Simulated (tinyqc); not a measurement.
# Self-consistent Fermi level with native defects, at growth and after a quench, step by step

A worked calculation. Computed by tinyqc, a small Python program that keeps every step. Command: `OMP_NUM_THREADS=1 python tinyqc.py 3016479 3016480 out.jsonl scfermi walk`. One thread of a shared host (Intel(R) Xeon(R) Processor @ 2.30GHz), about 0.08 s of CPU time with the checks. Intermediate numbers are printed to about 7 digits and carried at full precision; extremes and crossings named in words are read from the listed rows.

Energies are counted from the top of the valence band (VBM); when the gap shrinks with temperature the conduction band moves and the levels stay. The added dopant is taken as fully ionised. D and A draw on one reservoir with opposite signs, as the two vacancies of a compound do.

Inputs (values chosen for the exercise, for a model semiconductor):

| quantity | value | unit |
|---|---|---|
| gap E_g at 300 K | 2.06 | eV |
| slope -dE_g/dT above 300 K | 0.00061 | eV/K |
| electron mass m_e | 0.451 | m_0 |
| valleys M_c | 3 | - |
| hole mass m_h | 0.975 | m_0 |
| E_f of the neutral native donor D | 1.122 | eV |
| E_f of the neutral native acceptor A | 1.839 | eV |
| shift s of the chemical potential | 0.071 | eV |
| site density N_s | 3e+22 | cm^-3 |
| dopant density N_X | 3.8e+18 | cm^-3 |
| growth temperature T_g | 1140 | K |
| temperature of use T | 200 | K |

Added shallow dopant: acceptor.

levels of D above the VBM, most positive state first (eV): 1.68

levels of A above the VBM, (0/-1) first (eV): 0.408

Constants: m_0 = 9.1093837015e-31 kg; k_B = 1.380649e-23 J/K; h = 6.62607015e-34 J s; k_B = 8.617333262e-05 eV/K.

## Formation energies at E_F = 0

E_f(D, 0) = input + s and E_f(A, 0) = input - s; E_f(q, E_F = 0) follows from the levels, eps(q/q-1) = E_f(q - 1) - E_f(q) at E_F = 0.

E_f(q, E_F = 0) (eV): D(+1) -0.487, D(0) 1.193, A(0) 1.768, A(-1) 2.176

## Bands at growth

E_g(T) = E_g - slope x max(0, T - 300 K). N_c = 2 M_c (2 pi m_e k_B T/h^2)^(3/2) and N_v = 2 (2 pi m_h k_B T/h^2)^(3/2), masses in units of m_0. At growth T = T_g.

E_g(T_g) = 1.5476 eV

N_c(T_g) = 1.689015e+20 cm^-3

N_v(T_g) = 1.789593e+20 cm^-3

k_B T_g = 0.09823760 eV

## Charges across the gap at T_g

n = N_c F_1/2((E_F - E_g)/k_B T), p = N_v F_1/2(-E_F/k_B T). F_1/2(eta) = (2/sqrt(pi)) int_0^infinity sqrt(x)/(1 + exp(x - eta)) dx, by the trapezoid rule in t = sqrt(x) with step 0.02 up to t = 12 (for eta < -12 by exp(eta) - exp(2 eta)/2^(3/2)). In equilibrium c_q = N_s exp(-(E_f(q, 0) + q E_F)/k_B T). Net charge = p - n + sum q c_q - N_X; the log ratio is ln(positive charge/negative charge). Entries near or above N_s lie outside the dilute limit and only show that E_F cannot go there.

Densities (cm^-3):

| E_F (eV) | n | p | charge on D | charge on A | log ratio |
|---|---|---|---|---|---|
| 0.077 | 5.324999e+13 | 7.107277e+19 | 1.948377e+24 | 1.576668e+13 | 13.14752 |
| 0.310 | 5.706621e+14 | 7.513556e+18 | 1.818081e+23 | 1.689663e+14 | 10.77555 |
| 0.542 | 6.053591e+15 | 7.178495e+17 | 1.713855e+22 | 1.792418e+15 | 8.41206 |
| 0.774 | 6.420950e+16 | 6.775667e+16 | 1.615604e+21 | 1.901421e+16 | 6.03084 |
| 1.006 | 6.802654e+17 | 6.388011e+15 | 1.522986e+20 | 2.017053e+17 | 3.48217 |
| 1.238 | 7.119789e+18 | 6.021872e+14 | 1.435677e+19 | 2.139717e+18 | 0.09475 |
| 1.470 | 6.671947e+19 | 5.676661e+13 | 1.353374e+18 | 2.269841e+19 | -4.23230 |

## Equilibrium at growth

E_F is the root of the log ratio, by 50 bisections between -0.5 eV and E_g + 0.5 eV.

E_F at growth = 1.243455 eV

n at growth = 7.520009e+18 cm^-3

p at growth = 5.696616e+14 cm^-3

Defects at growth:

| state | E_f (eV) | c (cm^-3) |
|---|---|---|
| D(+1) | 0.756455 | 1.358133e+19 |
| D(0) | 1.193000 | 1.596017e+17 |
| A(0) | 1.768000 | 4.581885e+14 |
| A(-1) | 0.932545 | 2.261888e+18 |

total D = 1.374093e+19 cm^-3

total A = 2.262346e+18 cm^-3

The largest part of the positive charge comes from charged D (100 %) and that of the negative charge from electrons (55 %).

## After the quench to T

After a quench the totals of D and A stay as grown, and each is shared among its charge states with weights exp(-(E_f(q, 0) + q E_F)/k_B T).

E_F after the quench = 1.684073 eV

n after the quench = 4.177178e+09 cm^-3

p after the quench = 4.810220e-24 cm^-3

Frozen defects:

| state | c (cm^-3) | share of its total |
|---|---|---|
| D(+1) | 6.062346e+18 | 4.411889e-01 |
| D(0) | 7.678583e+18 | 5.588111e-01 |
| A(0) | 1.580991e-14 | 6.988281e-33 |
| A(-1) | 2.262346e+18 | 1.000000e+00 |

The material is semi-insulating, weakly n-type with 4.18e9 carriers per cm^3. Carriers of the sign that the dopant should give amount to 1.3e-40 % of its density. E_F lies within 0.24 k_B T of the level of D at 1.68 eV.

## Slow cooling against a quench

Each E_F by bisection; full equilibrium lets the defects form and vanish at every T.

Two histories (densities in cm^-3):

| T (K) | E_F, equilibrium (eV) | n | p | all defects | E_F, frozen (eV) | n, frozen | p, frozen |
|---|---|---|---|---|---|---|---|
| 950 | 1.207654 | 4.897760e+17 | 5.337580e+13 | 4.741370e+18 | 1.427752 | 7.075562e+18 | 3.628418e+12 |
| 760 | 1.074660 | 1.950577e+15 | 7.281744e+12 | 3.805296e+18 | 1.589087 | 4.934492e+18 | 2.824388e+09 |
| 580 | 0.935523 | 3.167069e+11 | 4.825314e+11 | 3.800002e+18 | 1.678627 | 9.024704e+17 | 1.684573e+05 |
| 390 | 0.788593 | 6.435038e+03 | 2.308845e+09 | 3.800000e+18 | 1.687916 | 2.691837e+15 | 5.519312e-03 |
| 200 | 0.641663 | 2.255815e-17 | 8.907268e+02 | 3.800000e+18 | 1.684073 | 4.177178e+09 | 4.810220e-24 |

At 200 K equilibrium would leave 3.80e18 defects per cm^3 against 1.60e19 frozen in, and E_F differs by +1.042 eV. Both histories end semi-insulating. Real samples lie between, set by the temperature at which diffusion stops.

Checks made by the program: neutrality at growth (relative difference below 1e-10).
